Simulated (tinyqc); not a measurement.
Comparisons within one model: heavy doping: gap narrowing, degeneracy and the minority density. A value that a table varies takes the place of the one given here.

F_j(eta) = (1/Gamma(j + 1)) integral_0^infinity x^j dx/(1 + exp(x - eta)), which tends to exp(eta) for eta << 0.

Empirical narrowing (Slotboom form, constants chosen for the exercise; published fits of this form give the apparent narrowing, here it is taken as the true one): dEg = E0 [ln(N/N0) + sqrt(ln(N/N0)^2 + C)].

Majority: N = Nc F_1/2(eta), eta the distance of EF beyond the majority band edge in kT. Degeneracy factor gam = F_1/2(eta)/exp(eta). ni0^2 = Nc Nv exp(-Eg/kT); product n p = ni0^2 gam exp(dEg/kT), dEg the true narrowing; apparent narrowing dEa = dEg + kT ln gam; minority density = n p/N.

Bipolar transistor with N as emitter doping: beta = K (N/NB) exp((dEa_B + dG - dEa_E)/kT), dEa_E = dEg(N) + kT ln gam, dEa_B = dEg(NB). For the sweep in T, Nc is scaled as (T/T0)^(3/2) from its value at T0 = T.

Constants: kB = 8.617333262e-05 eV/K.

Inputs chosen for the exercise (gap and densities of states near those of Si at this temperature; narrowing constants near the fits for Si; not measured data): Eg = 1.127 eV (gap); Nc = 2.75e+19 1/cm^3 (conduction-band density of states); Nv = 1.1e+19 1/cm^3 (valence-band density of states); T = 300 K; E0 = 6.99 meV (narrowing scale); N0 = 1.5e+17 1/cm^3 (onset density); C = 0.5 (smoothing constant); N = 1.8e+18 1/cm^3 (ionised donors, equal to the majority density); NB = 9e+17 1/cm^3 (base doping); K = 3.9 (ratio (D_B W_E)/(D_E W_B)); dG = 0 meV (extra narrowing of the base by alloying).

## Narrowing against degeneracy

N takes the values listed; the last column is N over the factor gam exp(dEg/kT), the doping that a simple model would need to give the same minority density.

Results:

| N (1/cm^3) | eta | gam | dEg (meV) | dEa (meV) | minority (1/cm^3) | effective doping (1/cm^3) |
|---|---|---|---|---|---|---|
| 8.0e+16 | -5.84 | 0.999 | 2.2 | 2.2 | 481 | 7.35e+16 |
| 3.0e+17 | -4.51 | 0.996 | 11.8 | 11.7 | 185 | 1.91e+17 |
| 8.0e+17 | -3.53 | 0.990 | 24.4 | 24.1 | 112 | 3.14e+17 |
| 3.0e+18 | -2.18 | 0.962 | 42.5 | 41.5 | 58.5 | 6.03e+17 |
| 8.0e+18 | -1.13 | 0.903 | 56.0 | 53.4 | 34.8 | 1.01e+18 |
| 3.0e+19 | 0.47 | 0.684 | 74.4 | 64.6 | 14.3 | 2.47e+18 |
| 8.0e+19 | 2.06 | 0.372 | 88.1 | 62.5 | 4.95 | 7.14e+18 |
| 2.0e+20 | 4.34 | 0.0948 | 100.8 | 39.9 | 0.827 | 4.27e+19 |
| 6.0e+20 | 9.35 | 0.00190 | 116.2 | -45.9 | 0.00997 | 3.54e+21 |

dEg grows steadily to 116.2 meV, while the apparent value peaks at 64.6 meV for N = 3e+19 and falls to -45.9 meV as the Fermi level enters the band (a negative value is not met in measurements: parabolic bands with a fixed mass overstate the filling). N grows by a factor 38 from the third to the sixth row and the effective doping by 7.8: net of degeneracy, narrowing takes away 79 % of the factor gained by heavier doping.

## Current gain against temperature

Gain:

| T (K) | beta | beta with dG = 0 | without narrowing |
|---|---|---|---|
| 150 | 4.01 | 4.01 | 7.80 |
| 200 | 4.71 | 4.71 | 7.80 |
| 250 | 5.19 | 5.19 | 7.80 |
| 300 | 5.54 | 5.54 | 7.80 |
| 350 | 5.81 | 5.81 | 7.80 |
| 400 | 6.02 | 6.02 | 7.80 |
| 450 | 6.19 | 6.19 | 7.80 |

dEa_B + dG - dEa_E at T0 = -8.8 meV

beta is 4.01 at 150 K and 6.19 at 450 K, since the net exponent is negative: the emitter has the larger apparent narrowing. At 300 K narrowing and degeneracy change the gain by a factor 0.71.

## What moves the minority density and the gain

All results formed anew. Each row changes one parameter from the base and keeps the others.

Results:

| case | dEg (meV) | dEa (meV) | minority (1/cm^3) | beta |
|---|---|---|---|---|
| base | 35.43 | 34.83 | 75.5 | 5.54 |
| N = 3.6e+18 1/cm^3 | 44.97 | 43.78 | 53.3 | 7.84 |
| E0 = 8.388 meV | 42.51 | 41.92 | 99.3 | 5.15 |
| N0 = 3e+17 1/cm^3 | 25.99 | 25.39 | 52.4 | 5.60 |
| Eg = 1.147 eV | 35.43 | 34.83 | 34.8 | 5.54 |
| Nc = 3.58e+19 1/cm^3 | 35.43 | 34.97 | 98.8 | 5.51 |
| NB = 1.8e+18 1/cm^3 | 35.43 | 34.83 | 75.5 | 3.99 |

The largest shifts from the base row, up to three for each result and ties (the steps differ in size, so this ranks the rows, not the parameters). dEg (meV): N +9.54, N0 -9.44, E0 +7.09; unchanged at the printed digits by Eg, Nc and NB. dEa (meV): N0 -9.44, N +8.95, E0 +7.09; unchanged at the printed digits by Eg and NB. minority (1/cm^3): Eg -40.7, E0 +23.8, Nc +23.3; unchanged at the printed digits by NB. beta: N +2.30, NB -1.55, E0 -0.390; unchanged at the printed digits by Eg.

Program tinyqc; command `OMP_NUM_THREADS=1 python tinyqc.py 1680409 1680410 out.jsonl`; about 0.01 s on one thread of a shared Intel(R) Xeon(R) Processor @ 2.30GHz.
